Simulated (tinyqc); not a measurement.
Raman shift of the zone-centre optical phonon of a diamond-structure crystal under stress: one step, computed by the program tinyqc.

Axes x, y, z are the cube axes. Strain shifts the threefold optical mode and can split it; p, q and r are the phonon deformation potentials.

Question. Stress and strain tensors. Uniaxial stress along the unit vector n of the axis: sigma_ij = sigma n_i n_j. eps_xx = S11 sigma_xx + S12 (sigma_yy + sigma_zz), and cyclic; eps_xy = S44 sigma_xy/2 (tensor strain).

Inputs (values chosen for the exercise, modelled on germanium): stress sigma (tension positive) = 2.2 GPa.

Stress state: uniaxial. Axis: [110].

S44 = 14.79728 1/TPa

S11 = 9.851129 1/TPa

S12 = -2.689629 1/TPa

Give: stress; strain; volume strain.

Answer.

stress (GPa):
```
,x,y,z
x,1.1,1.1,0.0
y,1.1,1.1,0.0
z,0.0,0.0,0.0
```

strain (per mille):
```
,x,y,z
x,7.878,8.139,0.000
y,8.139,7.878,0.000
z,0.000,0.000,-5.917
```

volume strain = 9.838 per mille

Caution: strains above about 1 % call for terms beyond linear order.
